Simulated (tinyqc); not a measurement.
Inside a calculation. Method: Hueckel theory of the pi electrons, for the molecule c1ccc2cc3cnccc3cc2c1 (SMILES; centres numbered as the heavy atoms are written). One step of it, computed by the program tinyqc.

Question. Orbitals. Diagonalise; E = alpha + x beta with beta < 0, so the largest x are filled first; degenerate levels share their electrons. P = sum n_i c_ri c_si; each orbital has its largest coefficient positive (the first on a tie).

Hueckel matrix in units of beta (H = alpha + beta A):
```
           1C        2C        3C        4C        5C        6C        7C        8N
1C   0.000000  1.000000  0.000000  0.000000  0.000000  0.000000  0.000000  0.000000
2C   1.000000  0.000000  1.000000  0.000000  0.000000  0.000000  0.000000  0.000000
3C   0.000000  1.000000  0.000000  1.000000  0.000000  0.000000  0.000000  0.000000
4C   0.000000  0.000000  1.000000  0.000000  1.000000  0.000000  0.000000  0.000000
5C   0.000000  0.000000  0.000000  1.000000  0.000000  1.000000  0.000000  0.000000
6C   0.000000  0.000000  0.000000  0.000000  1.000000  0.000000  1.000000  0.000000
7C   0.000000  0.000000  0.000000  0.000000  0.000000  1.000000  0.000000  1.000000
8N   0.000000  0.000000  0.000000  0.000000  0.000000  0.000000  1.000000  0.450000
9C   0.000000  0.000000  0.000000  0.000000  0.000000  0.000000  0.000000  1.000000
10C  0.000000  0.000000  0.000000  0.000000  0.000000  0.000000  0.000000  0.000000
11C  0.000000  0.000000  0.000000  0.000000  0.000000  1.000000  0.000000  0.000000
12C  0.000000  0.000000  0.000000  0.000000  0.000000  0.000000  0.000000  0.000000
13C  0.000000  0.000000  0.000000  1.000000  0.000000  0.000000  0.000000  0.000000
14C  1.000000  0.000000  0.000000  0.000000  0.000000  0.000000  0.000000  0.000000

           9C       10C       11C       12C       13C       14C
1C   0.000000  0.000000  0.000000  0.000000  0.000000  1.000000
2C   0.000000  0.000000  0.000000  0.000000  0.000000  0.000000
3C   0.000000  0.000000  0.000000  0.000000  0.000000  0.000000
4C   0.000000  0.000000  0.000000  0.000000  1.000000  0.000000
5C   0.000000  0.000000  0.000000  0.000000  0.000000  0.000000
6C   0.000000  0.000000  1.000000  0.000000  0.000000  0.000000
7C   0.000000  0.000000  0.000000  0.000000  0.000000  0.000000
8N   1.000000  0.000000  0.000000  0.000000  0.000000  0.000000
9C   0.000000  1.000000  0.000000  0.000000  0.000000  0.000000
10C  1.000000  0.000000  1.000000  0.000000  0.000000  0.000000
11C  0.000000  1.000000  0.000000  1.000000  0.000000  0.000000
12C  0.000000  0.000000  1.000000  0.000000  1.000000  0.000000
13C  0.000000  0.000000  0.000000  1.000000  0.000000  1.000000
14C  0.000000  0.000000  0.000000  0.000000  1.000000  0.000000
```

pi electrons, sum of z_r less the charge = 14

Give: x values; occupations; coefficients; charge and bond-order matrix P.

Answer.

x values: 2.4289  2.0501  1.5100  1.4142  1.0654  1.0000  0.4339  -0.3904  -0.9206  -1.0000  -1.3503  -1.4142  -1.9708  -2.4062

occupations: 2.0000  2.0000  2.0000  2.0000  2.0000  2.0000  2.0000  0.0000  0.0000  0.0000  0.0000  0.0000  0.0000  0.0000

coefficients:
```
        MO1      MO2      MO3      MO4      MO5      MO6      MO7      MO8
1C   0.1407  -0.2706   0.3401  -0.2236   0.2629   0.3536  -0.2107   0.2286
2C   0.1408  -0.2698   0.3809   0.0000   0.4559   0.0000   0.2338   0.2024
3C   0.2013  -0.2825   0.2350   0.2236   0.2229  -0.3536   0.3121  -0.3076
4C   0.3482  -0.3093  -0.0261   0.3162  -0.2185  -0.3536  -0.0983  -0.0823
5C   0.2970  -0.0380  -0.1346   0.4472  -0.0054   0.0000  -0.4243   0.4545
6C   0.3733   0.2314  -0.1772   0.3162   0.2127   0.3536  -0.0858  -0.0952
7C   0.2416   0.2985   0.2069   0.2236  -0.1272   0.3536   0.2598  -0.3686
8N   0.2135   0.3806   0.4897   0.0000  -0.3483   0.0000   0.1985   0.2391
9C   0.1810   0.3104   0.3121  -0.2236  -0.0871  -0.3536  -0.2630   0.1677
10C  0.2260   0.2558  -0.0184  -0.3162   0.2554  -0.3536  -0.3127  -0.3045
11C  0.3680   0.2139  -0.3399  -0.2236   0.3593   0.0000   0.1273  -0.0488
12C  0.2945  -0.0486  -0.3176  -0.3162  -0.0854   0.0000   0.4537   0.4187
13C  0.3473  -0.3136  -0.1397  -0.2236  -0.4502   0.0000   0.0696  -0.1147
14C  0.2009  -0.2850   0.1327  -0.3162  -0.1758   0.3536  -0.3252  -0.2916

         MO9     MO10     MO11     MO12     MO13     MO14
1C    0.1419   0.3536  -0.3749  -0.2236  -0.2997   0.1581
2C   -0.3617   0.0000   0.4613   0.0000   0.3003  -0.1580
3C    0.1910  -0.3536  -0.2480   0.2236  -0.2922   0.2221
4C    0.1858   0.3536  -0.1265  -0.3162   0.2756  -0.3765
5C   -0.0075   0.0000   0.1045   0.4472   0.0214   0.3068
6C   -0.1789  -0.3536  -0.0147  -0.3162  -0.3177  -0.3617
7C   -0.2657   0.3536  -0.2334   0.2236   0.2749   0.1989
8N    0.4235   0.0000   0.3298   0.0000  -0.2241  -0.1168
9C   -0.3148  -0.3536  -0.3603  -0.2236   0.2675   0.1348
10C  -0.1337   0.3536   0.1568   0.3162  -0.3031  -0.2076
11C   0.4379   0.0000   0.1486  -0.2236   0.3299   0.3647
12C  -0.0904   0.0000  -0.3428   0.3162  -0.0292  -0.3082
13C  -0.3546   0.0000   0.3142  -0.2236  -0.2723   0.3770
14C   0.2310  -0.3536   0.0449   0.3162   0.2902  -0.2224
```

charge and bond-order matrix P:
```
          1C       2C       3C       4C       5C       6C       7C       8N
1C    0.9945   0.5860   0.0051  -0.2172  -0.0115   0.1158   0.0208  -0.0796
2C    0.5860   1.0004   0.7373  -0.0001  -0.2017  -0.0009   0.0700   0.0030
3C    0.0051   0.7373   0.9953   0.5354   0.0105  -0.1310  -0.0187   0.0698
4C   -0.2172  -0.0001   0.5354   1.0000   0.6061  -0.0001  -0.1313   0.0009
5C   -0.0115  -0.2017   0.0105   0.6061   0.9758   0.6052   0.0460  -0.1986
6C    0.1158  -0.0009  -0.1310  -0.0001   0.6052   1.0038   0.5379  -0.0202
7C    0.0208   0.0700  -0.0187  -0.1313   0.0460   0.5379   0.8980   0.7248
8N   -0.0796   0.0030   0.0698   0.0009  -0.1986  -0.0202   0.7248   1.1818
9C    0.0102  -0.0812  -0.0088   0.1161   0.0240  -0.2152  -0.0625   0.5755
10C   0.0701  -0.0016  -0.0349   0.0000   0.0995   0.0060  -0.3645  -0.0289
11C  -0.0082   0.1165   0.0072  -0.1818  -0.0181   0.4838   0.0396  -0.2125
12C  -0.2015   0.0015   0.1006  -0.0002  -0.4028  -0.0043   0.0979   0.0173
13C   0.0064  -0.2174  -0.0058   0.4849   0.0136  -0.1813  -0.0266   0.1140
14C   0.7371  -0.0009  -0.3684   0.0001   0.1003   0.0021  -0.0338  -0.0078

          9C      10C      11C      12C      13C      14C
1C    0.0102   0.0701  -0.0082  -0.2015   0.0064   0.7371
2C   -0.0812  -0.0016   0.1165   0.0015  -0.2174  -0.0009
3C   -0.0088  -0.0349   0.0072   0.1006  -0.0058  -0.3684
4C    0.1161   0.0000  -0.1818  -0.0002   0.4849   0.0001
5C    0.0240   0.0995  -0.0181  -0.4028   0.0136   0.1003
6C   -0.2152   0.0060   0.4838  -0.0043  -0.1813   0.0021
7C   -0.0625  -0.3645   0.0396   0.0979  -0.0266  -0.0338
8N    0.5755  -0.0289  -0.2125   0.0173   0.1140  -0.0078
9C    0.9565   0.7405   0.0243  -0.2042  -0.0143   0.0717
10C   0.7405   1.0097   0.5336  -0.0074  -0.1304   0.0037
11C   0.0243   0.5336   0.9840   0.6074   0.0106  -0.1320
12C  -0.2042  -0.0074   0.6074   1.0062   0.6053  -0.0033
13C  -0.0143  -0.1304   0.0106   0.6053   0.9922   0.5358
14C   0.0717   0.0037  -0.1320  -0.0033   0.5358   1.0018
```
